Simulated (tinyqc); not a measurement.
Worked calculation: plane-wave Kohn-Sham cycle with exchange-only LDA in a layered model solid. Computed by tinyqc, a small Python program that keeps every step. Settings: points = 16, plane-wave index or count = 2, electrons = 4, k points = 4, area = 8.0, mixing = 1.0, iteration cap = 57. Command: `OMP_NUM_THREADS=1 python tinyqc.py 24348 24349 out.jsonl` (the two numbers bound the seeds that draw the settings). One thread of a shared host (Intel(R) Xeon(R) Processor @ 2.60GHz), about 0.03 s of CPU time with the checks. Later iterations appear only in the table of the cycle.

## Iteration 1: potential

A solid whose potential varies along x alone (atomic units):
```
parameter                      value
period a                   16.900000
cross-section of the cell   8.000000
electrons per cell                 4
grid points                       16
plane waves -n..n, n               2
k points                           4
V1 in V1 cos(2 pi x/a)     -0.240000
V2 in V2 cos(4 pi x/a)     -0.220000
```

density at the start, on the grid x_j = j a/N (e/bohr^3): [0.029586, 0.029586, 0.029586, 0.029586, 0.029586, 0.029586, 0.029586, 0.029586, 0.029586, 0.029586, 0.029586, 0.029586, 0.029586, 0.029586, 0.029586, 0.029586]

V_H(G) = 4 pi rho(G)/G^2 for G != 0 (uniform background); v_x = -(3 rho/pi)^(1/3); V = V_ext + V_H + v_x; Fourier components f(G_m) = (1/N) sum_j f(x_j) exp(-i G_m x_j).

Potentials on the grid (hartree):
```
x          V_ext     V_H      v_x        V
0.0000   -0.4600  0.0000  -0.3046  -0.7646
1.0562   -0.3773  0.0000  -0.3046  -0.6819
2.1125   -0.1697  0.0000  -0.3046  -0.4743
3.1688    0.0637  0.0000  -0.3046  -0.2408
4.2250    0.2200  0.0000  -0.3046  -0.0846
5.2812    0.2474  0.0000  -0.3046  -0.0572
6.3375    0.1697  0.0000  -0.3046  -0.1349
7.3937    0.0662  0.0000  -0.3046  -0.2384
8.4500    0.0200  0.0000  -0.3046  -0.2846
9.5062    0.0662  0.0000  -0.3046  -0.2384
10.5625   0.1697  0.0000  -0.3046  -0.1349
11.6188   0.2474  0.0000  -0.3046  -0.0572
12.6750   0.2200  0.0000  -0.3046  -0.0846
13.7312   0.0637  0.0000  -0.3046  -0.2408
14.7875  -0.1697  0.0000  -0.3046  -0.4743
15.8438  -0.3773  0.0000  -0.3046  -0.6819
```

V(G_m), m = 0, 1, 2, ... (hartree): [-0.3046, -0.1200, -0.1100, 0.0000, 0.0000]

## Iteration 1: Hamiltonian at one k

k = 0.1250 2 pi / a

H(m,m') = (k + G_m)^2/2 delta + V(G_m - G_m'), with V(-G) = V(G).

H (hartree), order -2, -1, +0, +1, +2:
$$\begin{pmatrix}
-0.0616 & -0.1200 & -0.1100 & 0.0000 & 0.0000 \\
-0.1200 & -0.2517 & -0.1200 & -0.1100 & 0.0000 \\
-0.1100 & -0.1200 & -0.3035 & -0.1200 & -0.1100 \\
0.0000 & -0.1100 & -0.1200 & -0.2171 & -0.1200 \\
0.0000 & 0.0000 & -0.1100 & -0.1200 & 0.0075
\end{pmatrix}$$

## Iteration 1: levels at that k

Diagonalise the Hermitian matrix.

eigenvalues (hartree): [-0.5653, -0.2066, -0.1581, 0.0239, 0.0798]

## Iteration 1: new density

Motion across x is left out: the lowest 2 band(s) hold two electrons at each of the k points (j + 1/2)/nk - 1/2. Residual R = rho(out) - rho(in); rho(new) = rho(in) + 1 R. rho(out) = 2/(a A nk) sum |psi|^2 with psi = sum c exp(i G x). Harris energy E = band energy - dV sum rho (V_H/2 + v_x) + (3/4) dV sum rho v_x with rho(in), dV = a A/N, band energy = (2/nk) sum of the filled levels.

rho(out) (e/bohr^3): [0.064561, 0.065723, 0.061657, 0.043984, 0.020656, 0.006046, 0.002446, 0.002590, 0.002607, 0.002590, 0.002446, 0.006046, 0.020656, 0.043984, 0.061657, 0.065723]

density after iteration 1 (e/bohr^3): [0.064561, 0.065723, 0.061657, 0.043984, 0.020656, 0.006046, 0.002446, 0.002590, 0.002607, 0.002590, 0.002446, 0.006046, 0.020656, 0.043984, 0.061657, 0.065723]

energy per cell = -1.237175 hartree

## Iteration 2: potential

As before.

Potentials on the grid (hartree):
```
x          V_ext      V_H      v_x        V
0.0000   -0.4600   3.3892  -0.3950   2.5341
1.0562   -0.3773   3.1420  -0.3974   2.3673
2.1125   -0.1697   2.3943  -0.3890   1.8356
3.1688    0.0637   1.2141  -0.3476   0.9302
4.2250    0.2200  -0.1609  -0.2702  -0.2111
5.2812    0.2474  -1.4219  -0.1794  -1.3539
6.3375    0.1697  -2.3663  -0.1327  -2.3293
7.3937    0.0662  -2.9343  -0.1352  -3.0033
8.4500    0.0200  -3.1233  -0.1355  -3.2389
9.5062    0.0662  -2.9343  -0.1352  -3.0033
10.5625   0.1697  -2.3663  -0.1327  -2.3293
11.6188   0.2474  -1.4219  -0.1794  -1.3539
12.6750   0.2200  -0.1609  -0.2702  -0.2111
13.7312   0.0637   1.2141  -0.3476   0.9302
14.7875  -0.1697   2.3943  -0.3890   1.8356
15.8438  -0.3773   3.1420  -0.3974   2.3673
```

V(G_m), m = 0, 1, 2, ... (hartree): [-0.2646, 1.4584, -0.0364, -0.0142, -0.0087]

## Iteration 2: Hamiltonian at one k

k = 0.1250 2 pi / a

As before.

H (hartree), order -2, -1, +0, +1, +2:
$$\begin{pmatrix}
-0.0216 & 1.4584 & -0.0364 & -0.0142 & -0.0087 \\
1.4584 & -0.2117 & 1.4584 & -0.0364 & -0.0142 \\
-0.0364 & 1.4584 & -0.2635 & 1.4584 & -0.0364 \\
-0.0142 & -0.0364 & 1.4584 & -0.1771 & 1.4584 \\
-0.0087 & -0.0142 & -0.0364 & 1.4584 & 0.0475
\end{pmatrix}$$

## Iteration 2: levels at that k

As before.

eigenvalues (hartree): [-2.7477, -1.5435, -0.0359, 1.4070, 2.2935]

## Iteration 2: new density

As before.

rho(out) (e/bohr^3): [0.000276, 0.001299, 0.001051, 0.001492, 0.015750, 0.044874, 0.067681, 0.070678, 0.067445, 0.070678, 0.067681, 0.044874, 0.015750, 0.001492, 0.001051, 0.001299]

density after iteration 2 (e/bohr^3): [0.000276, 0.001299, 0.001051, 0.001492, 0.015750, 0.044874, 0.067681, 0.070678, 0.067445, 0.070678, 0.067681, 0.044874, 0.015750, 0.001492, 0.001051, 0.001299]

energy per cell = -12.325124 hartree

## Convergence

Stop when sqrt(dV sum R^2) is below 1e-8, dV = a A/N.

Course of the cycle:
```
iteration  E (hartree)  norm of the residual
1            -1.237175              3.08e-01
2           -12.325124              6.40e-01
3           -15.356618              6.73e-01
4           -14.055547              6.73e-01
5           -15.354591              6.73e-01
6           -14.055587              6.73e-01
7           -15.354590              6.73e-01
8           -14.055587              6.73e-01
9           -15.354590              6.73e-01
10          -14.055587              6.73e-01
11          -15.354590              6.73e-01
...                ...                   ...
47          -15.354590              6.73e-01
48          -14.055587              6.73e-01
49          -15.354590              6.73e-01
50          -14.055587              6.73e-01
51          -15.354590              6.73e-01
52          -14.055587              6.73e-01
53          -15.354590              6.73e-01
54          -14.055587              6.73e-01
55          -15.354590              6.73e-01
56          -14.055587              6.73e-01
57          -15.354590              6.73e-01
```

Not converged within 57 iterations: the residual has stopped falling: the iteration swings between two states. Reruns (cap 100 unless said): mixing 0.1: not converged; mixing 0.5, Kerker q0 1.0: converged in 36 (E = -0.91802); mixing 0.3, Pulay depth 5: converged in 94 (E = -0.91802); the original settings with a cap of 400: not converged.
